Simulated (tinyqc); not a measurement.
Inside a calculation: polytypes by hexagonality, and a cubic inclusion as a quantum well. Values are carried at full precision from step to step, so a last printed digit may differ when a step is redone from the rounded ones.

A layer is h if its two neighbours in the periodic sequence sit on the same site, k otherwise; the hexagonality h is the share of h layers.

Constants: hbar^2/2m0 = 3.80998211 eV angstrom^2.

Inputs chosen for the exercise (of the order of those of SiC; not measured data): E3 = 2.377 eV (gap of the cubic polytype); E2 = 3.334 eV (gap of 2H); Ev2 = 0.127 eV (valence top of 2H above that of 3C); P2 = -0.0464 C/m^2 (spontaneous polarisation of 2H); Es = 3.281 eV (gap at the hexagonality hs); hs = 0.5 (hexagonality up to which the first line holds); m = (0.301, 0.327) m0 (electron mass along c in the cubic layer and in the host); d = 2.517 angstrom (thickness of a double layer); eps = 9.8 (dielectric constant); N = 3 (double layers in the cubic inclusion).

## Hexagonality

Stacking sequences:
```
polytype               sequence
8H                     ABCABACB
9R                    ABCBCACAB
21R       ABCACBACABCBACBCABACB
3C                          ABC
4H                         ABCB
```

Give the h/k string and h of each.

Hexagonality:
```
polytype             h/k string       h
8H                     hkkkhkkk  0.2500
9R                    hkhhkhhkh  0.6667
21R       hkkhkkkhkkhkkkhkkhkkk  0.2857
3C                          kkk  0.0000
4H                         hkhk  0.5000
```

## Gaps and band edges

Gap: E3 + (Es - E3) h/hs for h up to hs, then linear from Es to E2 at h = 1. Valence top Ev2 h and polarisation P2 h, both counted from 3C; Ec = Ev + gap.

Evaluate for each polytype.

Results:
```
polytype  gap (eV)  Ev (eV)  Ec (eV)  P (C/m^2)
8H          2.8290   0.0318   2.8607   -0.01160
9R          3.2987   0.0847   3.3833   -0.03093
21R         2.8936   0.0363   2.9299   -0.01326
3C          2.3770   0.0000   2.3770    0.00000
4H          3.2810   0.0635   3.3445   -0.02320
```

The widest gap is that of 9R, the narrowest that of 3C. Ev and Ec both rise with h, so 3C collects electrons and the more hexagonal side holes: a staggered line-up.

## The bound level without the field

A cubic inclusion of width L = N d in the host (h = 0.5) is a well of depth V = Ec(host) - Ec(3C). Square well with mass mismatch: k tan(k L/2) = (m_w/m_b) q, k = sqrt(m_w E/c), q = sqrt(m_b (V - E)/c), c = hbar^2/2m0, lowest root. The depth of the level, V - E, is its binding, and the transition to the valence top of the host is gap(host) - (V - E). The step in polarisation gives a field |F| = |P|/(eps eps0) in a thin inclusion, eps0 = 8.8541878e-12 F/m.

Give V, L, the level E, its depth below the host conduction edge and the transition to the valence top of the host, gap(host) - (V - E).

V = 0.9675 eV
L = 7.551 angstrom
E above the bottom = 0.4986 eV
depth below the host edge = 0.4689 eV
transition = 2.8121 eV

The level keeps 48 % of the well depth. The transition lies above the gap of 3C itself (2.377 eV). At a few layers the effective-mass picture is only a guide.

## The polarisation field

Give |F|, the drop |F| L, the bound charge |P|/e per cm^2 (e = 1.602176634e-19 C), and, as a first estimate, the shift -|F| L/2 of the transition for an electron centred in the layer and a hole in the host on the high side.

|F| = 2.674 MV/cm
drop = 201.9 meV
bound charge = 1.45e+13 cm^-2
estimated shift = -100.9 meV

The drop is 21 % of the well depth. The host edge on the low side sinks by 101 meV against the centre, less than the 469 meV by which the flat well binds.

## Checks

- Square-well root against finite differences on a grid of 0.5 angstrom (eV): both 0.499.

tinyqc: `OMP_NUM_THREADS=1 python tinyqc.py 1881141 1881142 out.jsonl`; about 0.04 s, one thread, shared Intel(R) Xeon(R) Processor @ 2.30GHz.
